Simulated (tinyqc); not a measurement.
# Changing the relaxation energy E_R

Model: oxide trap near a transistor channel: two-state multiphonon kinetics, telegraph noise and bias instability. Computed by tinyqc, a small Python program. Command: `OMP_NUM_THREADS=1 python tinyqc.py 3030184 3030185 out.jsonl oxidetrap sweep`. One thread of a shared host (Intel(R) Xeon(R) Processor @ 2.30GHz), about 0.01 s of CPU time with the checks.

An n-channel device under positive gate bias. The trap is empty (state 1) or holds an electron (state 2); both states are parabolas of equal curvature, and the electron reservoir is taken at the Fermi level of the channel.

Inputs (values chosen for the exercise, with an insulator like HfO2 on silicon):
```
quantity                                value   unit
trap depth x from the interface          0.37     nm
tunnel barrier phi_b                     1.53     eV
tunnelling mass m_ox                      0.2    m_0
trap level above E_F at zero field E_t  0.016     eV
oxide field F                             1.2  MV/cm
attempt rate k_0 at the interface       3e+12    1/s
temperature T                             250      K
```

Parts treated: one trap.

Constants: hbar^2/(2 m_0) = 3.80998212 eV angstrom^2; k_B = 8.617333262e-05 eV/K.

Method. kappa = sqrt(2 m_ox phi_b)/hbar = sqrt(m_ox phi_b/(hbar^2/2m_0)); attenuation length lambda = 1/(2 kappa); factor exp(-x/lambda) for a rectangular barrier. E_21 = E_t - e F x is the energy of state 2 over state 1; barriers E_c = (E_R + E_21)^2/(4 E_R), E_e = E_c - E_21; tau_c = exp(E_c/k_B T)/(k_0 P), tau_e = exp(E_e/k_B T)/(k_0 P), P the tunnelling factor; occupation f_2 = tau_e/(tau_c + tau_e); 1/tau_0 = 1/tau_c + 1/tau_e.

One run for each value:
```
relaxation energy E_R (eV)  capture time tau_c (s)  emission time tau_e (s)  capture barrier E_c (eV)  occupation f_2
0.50                                    4.7361e-10               1.7699e-09                   0.11120         0.78889
0.93                                    6.8987e-08               2.5780e-07                   0.21852         0.78889
1.40                                    1.6069e-05               6.0050e-05                   0.33594         0.78889
1.80                                    1.6644e-03               6.2199e-03                   0.43591         0.78889
2.20                                    1.7249e-01               6.4459e-01                   0.53589         0.78889
2.60                                    1.7881e+01               6.6820e+01                   0.63588         0.78889
3.10                                    5.9160e+03               2.2108e+04                   0.76087         0.78889
3.50                                    6.1346e+05               2.2925e+06                   0.86086         0.78889
```

What does the table show, and why?

Over the rows, capture time tau_c (s) rises from 4.74e-10 to 613000 (exponent d ln y / d ln x 8.0 between the first rows and 38 between the last); emission time tau_e (s) rises from 1.77e-9 to 2.29e6 (exponent d ln y / d ln x 8.0 between the first rows and 38 between the last); capture barrier E_c (eV) rises from 0.111 to 0.861 (exponent d ln y / d ln x 1.1 between the first rows and 1.0 between the last). E_R changes both barriers alike, by about a quarter of itself, and leaves the occupation alone.

Caution (rows 2.20, 2.60, 3.10, 3.50): at this temperature nuclear tunnelling through such barriers shortens the times below these classical values.
